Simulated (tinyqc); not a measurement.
# Switching power and leakage at the onset of runaway

Question. T = T0 + Rth P(T), P(T) = Pd + Pl (T/300 K)^2 exp[(q Ea/kB)(1/(300 K) - 1/T)]. At the onset of runaway the loop gain Rth dP/dT equals one as well. Find Pd and the critical Pl.

Values chosen for this exercise:
- T0 = 360 K (ambient temperature)
- Ea = 0.48 eV (activation energy of the leakage)
- Rth = 17 K/W (thermal resistance)

Constants: q = 1.602176634e-19 C, kB = 1.380649e-23 J/K. Results are converted to the units shown.

temperature at the onset of runaway = 435.32265 K

Answer. With s = 2/T + q Ea/(kB T^2), unit gain means Rth (P - Pd) = 1/s; the heat balance then gives Pd, and the leakage term Pl.

Pd = 2.70 W
critical Pl = 0.00256 W

Program tinyqc, `OMP_NUM_THREADS=1 python tinyqc.py 2520148 2520149 out.jsonl`; Intel Xeon 2.30GHz, shared host, one thread, about 0.01 s.
